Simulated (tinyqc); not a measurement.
What each parameter does: nanosheet or nanowire with hard walls, valleys of the Ge type.

Four ellipsoidal valleys along <111>: inverse mass tensor w = 1/mt + (1/ml - 1/mt) a a^T with a the unit axis. Device axes: x along the channel, z = [001], y = z x x. The Gamma and Delta valleys are left out; the heavy Delta valleys, about 0.18 eV up, lie lowest once the L levels pass about 0.2 eV.

Hard walls around a W x H rectangle. The block w_c of w in (y, z) confines; the transport mass follows from 1/m_x = w_xx - w_xc w_c^-1 w_cx. The cross-section problem c (w_yy ky^2 + 2 w_yz ky kz + w_zz kz^2), c = hbar^2/2m0, is solved in products sin(n pi y/W) sin(l pi z/H), n, l = 1 to 12; if w_yz = 0 the levels are c pi^2 (w_yy n^2/W^2 + w_zz l^2/H^2). The w_yz term couples (n, l) to (n', l') by -2 c w_yz D_nn'(W) D_ll'(H) with D_nm(L) = 4 n m/(L (n^2 - m^2)) for n + m odd and 0 otherwise.

Without degeneracy the line density is N1 exp((EF - Ec)/kB T) with N1 = sum 2 g sqrt(m_x kB T/(4 pi c)) exp(-E/kB T), here over n, l up to 80 where w_yz = 0 and over all levels of a 12 x 12 sine basis otherwise; the classical value is W H Nc with Nc = 2 g_all (m_dos kB T/(4 pi c))^(3/2), m_dos = (ml mt^2)^(1/3); dVt = kB T ln(W H Nc/N1).

Constants: hbar^2/2m0 = 3.80998211 eV angstrom^2; kB = 8.617333262e-05 eV/K.

Inputs chosen for the exercise (near those of Ge; shifted at random, so the results belong to these values and not to a real crystal):

| symbol | value | unit | meaning |
|---|---|---|---|
| ml | 1.583 | m0 | longitudinal mass |
| mt | 0.081 | m0 | transverse mass |
| T | 300 | K | temperature |
| g_all | 4 |  | number of valleys |
| channel | 100 |  | transport direction x on a (001) wafer |
| W | 100 | angstrom | width, along y |
| H | 44 | angstrom | height, along z = [001] |

E1 and E2 are the two lowest subband edges over all groups.

Results for these values:

| case | E1 (eV) | E2 - E1 (meV) | m_x of lowest (m0) | dVt (mV) |
|---|---|---|---|---|
| base | 0.1908 | 79.8 | 0.582 | 160.0 |

What happens to each result for mt = 0.089 m0, all else kept?

Answer: E1 falls from 0.1908 to 0.1741; E2 - E1 falls from 79.8 to 73.0; m_x of lowest rises from 0.582 to 0.587; dVt falls from 160.0 to 145.3.

The same for each parameter in turn:

| case | E1 (eV) | E2 - E1 (meV) | m_x of lowest (m0) | dVt (mV) |
|---|---|---|---|---|
| base | 0.1908 | 79.8 | 0.582 | 160.0 |
| W = 90 angstrom | 0.1973 | 98.9 | 0.582 | 164.4 |
| H = 38 angstrom | 0.2464 | 79.3 | 0.582 | 211.8 |
| T = 350 K | 0.1908 | 79.8 | 0.582 | 158.7 |
| ml = 1.741 m0 | 0.1903 | 79.4 | 0.634 | 159.5 |
| mt = 0.089 m0 | 0.1741 | 73.0 | 0.587 | 145.3 |

Run: tinyqc, `OMP_NUM_THREADS=1 python tinyqc.py 1282046 1282047 out.jsonl`; Intel(R) Xeon(R) Processor @ 2.30GHz, one thread, shared host; about 0.2 s of CPU time with all checks.
